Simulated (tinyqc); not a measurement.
Ewald sum of point charges, fluorite, strained along z by a factor 0.9, lattice, step by step. Computed by tinyqc, a small Python program that keeps every step. Command: `OMP_NUM_THREADS=1 python tinyqc.py 28475 28476 out.jsonl` (the two numbers bound the seeds that draw the settings). One thread of a shared host (Intel(R) Xeon(R) Processor @ 2.60GHz), about 0.06 s of CPU time with the checks.

## Ewald sum with eta = 0.34 1/bohr

cell vectors (rows) (bohr):
```
,1,2,3
1,0.0000,5.7350,5.1620
2,5.7350,0.0000,5.1620
3,5.7350,5.7350,0.0000
```

Charges:
```
q,f1,f2,f3
4.0000,0.0000,0.0000,0.0000
-2.0000,0.2500,0.2500,0.2500
-2.0000,0.7500,0.7500,0.7500
```

Real space: 1/2 sum q_i q_j erfc(eta r)/r over all images with r > 0; reciprocal space: (2 pi/V) sum_(G != 0) exp(-G^2/4 eta^2)/G^2 |S(G)|^2 with S(G) = sum q exp(i G.r); self term -eta/sqrt(pi) sum q^2; background -pi Q^2/(2 V eta^2), Q the total charge.

Real-space shells (first ones):
```
r (bohr),pairs,sum (hartree)
4.8069,16,-0.2771
5.1620,4,0.0202
5.7350,8,0.0162
7.7160,24,0.0026
8.1105,12,0.0006
8.7407,16,-1.93e-04
9.4280,32,-7.88e-05
9.6139,16,1.26e-05
10.3240,6,1.60e-06
11.4700,12,1.46e-07
11.8100,16,3.68e-08
11.9239,32,-1.06e-07
```

Reciprocal shells (first ones that count):
```
G^2 (1/bohr^2),vectors,sum (hartree)
0.9705,8,0.2992
1.2003,4,0.2943
1.4816,2,0.0649
3.3712,16,0.0010
3.8822,8,0.0006
3.9337,8,1.22e-04
5.7718,8,1.56e-06
6.0015,8,3.64e-06
6.2828,8,1.89e-06
6.3343,16,8.40e-07
7.1266,8,2.69e-07
8.1724,16,1.22e-08
```

## The total does not depend on eta

The same sums for other eta.

Totals (hartree per cell):
```
eta,real,reciprocal,self,background,total
0.3400,-0.2377,0.6600,-4.6038,0.0000,-4.181489
0.4070,-0.0680,1.3975,-5.5110,0.0000,-4.181489
0.5890,-0.0008,3.7947,-7.9754,0.0000,-4.181489
```

shortest distance = 4.8069 bohr

Madelung constant -E d / (formula units |q+ q-|) = 2.5125
